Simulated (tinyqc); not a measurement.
# Frequency dispersion of an accumulation capacitance by border traps, distributed model: effects of single changes

Traps spread evenly through the insulator exchange electrons with the semiconductor by tunnelling, with tau(x) = t0 exp(2 ka x) at depth x from the interface. The admittance per area Y seen at depth x obeys dY/dx = -Y^2/(i w eps0 eox) + q Nb ln(1 + i w tau)/tau, with Y(0) = i w Cs and w = 2 pi f; the gate sees Y(tox) = G + i w C. Working variable y = Y/(i w), in uF/cm^2. Cox = eps0 eox/tox.

Parameters, values chosen for the exercise; permittivity close to that of aluminium oxide: relative permittivity of the insulator eox = 8.49; insulator thickness tox = 6.6 nm; semiconductor capacitance in accumulation Cs = 2.1 uF/cm^2; density of border traps Nb = 9.7e18 cm^-3 eV^-1; decay constant of the wave function in the insulator ka = 4 1/nm; time constant of a trap at the interface t0 = 2e-11 s; frequency f = 1000 Hz.

Constants: q = 1.602176634e-19 C, eps0 = 8.8541878128e-14 F/cm where lengths are in cm. Results are converted to the units shown.

Each table varies one quantity; the others keep the values above.

## Capacitance and loss against frequency

Cox; trap-free value 1/(1/Cox + 1/Cs); response depth d = ln(1/(w t0))/(2 ka), where w tau = 1; lumped estimate: all traps within d act as C_bt = q Nb d placed at d/2, so C = 1/{1/[1/(1/Cs + d/(2 eps0 eox)) + C_bt] + (tox - d/2)/(eps0 eox)}. C and G from a fine integration; dispersion -d C/d log10 f over C, from f times and over 1.1. For a broad spread of time constants G/w is close to -(pi/2) dC/d ln w.

The same in every row: trap-free C (uF/cm^2) = 0.7385.

Result of one run:
```
f (Hz),d (nm),C (uF/cm^2),G/w (uF/cm^2),dispersion (% a decade),-(pi/2) dC/d ln w (uF/cm^2),lumped C (uF/cm^2)
100,2.274,0.8148,0.009080,1.632,0.009073,0.8063
```

What becomes of these results when the frequency f is changed from 100 to 10 Hz, all else the same?

Result of the changed run:
```
f (Hz),d (nm),C (uF/cm^2),G/w (uF/cm^2),dispersion (% a decade),-(pi/2) dC/d ln w (uF/cm^2),lumped C (uF/cm^2)
10,2.562,0.8287,0.009895,1.749,0.009887,0.8185
```

The whole series:
```
f (Hz),d (nm),C (uF/cm^2),G/w (uF/cm^2),dispersion (% a decade),-(pi/2) dC/d ln w (uF/cm^2),lumped C (uF/cm^2)
10,2.562,0.8287,0.009895,1.749,0.009887,0.8185
100,2.274,0.8148,0.009080,1.632,0.009073,0.8063
1000,1.986,0.8021,0.008311,1.518,0.008305,0.7949
10000,1.698,0.7904,0.007585,1.406,0.007579,0.7844
1e5,1.411,0.7798,0.006898,1.296,0.006892,0.7747
1e6,1.123,0.7702,0.006247,1.188,0.006242,0.7658
1e7,0.8349,0.7615,0.005628,1.083,0.005624,0.7577
```

C falls from 0.8287 to 0.7615 uF/cm^2, towards the trap-free 0.7385; each decade of frequency removes ln 10/(2 ka) = 0.288 nm from the response depth. The dispersion falls from 1.75 to 1.08 % a decade and G/w falls from 0.00990 to 0.00563 uF/cm^2. G/w stays at 1.00 times -(pi/2) dC/d ln w, the relation for a broad spread of time constants.

## Effect of the semiconductor capacitance in accumulation

Same model as above.

The same in every row: d (nm) = 1.986.

Effect of the semiconductor capacitance in accumulation:
```
Cs (uF/cm^2),C (uF/cm^2),G/w (uF/cm^2),dispersion (% a decade),-(pi/2) dC/d ln w (uF/cm^2),lumped C (uF/cm^2),trap-free C (uF/cm^2)
0.2,0.3805,0.01825,7.025,0.01823,0.3661,0.1701
0.39,0.4636,0.01598,5.049,0.01597,0.4510,0.2905
0.75,0.5803,0.01305,3.296,0.01305,0.5698,0.4522
1.4,0.7141,0.01006,2.065,0.01006,0.7057,0.6280
2.8,0.8605,0.007240,1.232,0.007233,0.8540,0.8096
5.4,0.9718,0.005408,0.8144,0.005399,0.9663,0.9406
10,1.044,0.004364,0.6112,0.004353,1.039,1.023
20,1.094,0.003712,0.4957,0.003698,1.089,1.078
```

Read the table: what changes, and by how much?

As Cs goes from 0.2 to 20, C rises from 0.380 to 1.09 uF/cm^2, the dispersion falls from 7.03 to 0.496 % a decade and G/w falls from 0.0182 to 0.00371 uF/cm^2. The lumped estimate is 3.8 % below C in the first row and 0.42 % below it in the last. The same traps disperse C more when Cs is small, since they then add to the weaker series term.

tinyqc, about 0.4 s, one thread, Intel Xeon 2.30GHz (shared host): `OMP_NUM_THREADS=1 python tinyqc.py 2202234 2202235 out.jsonl`
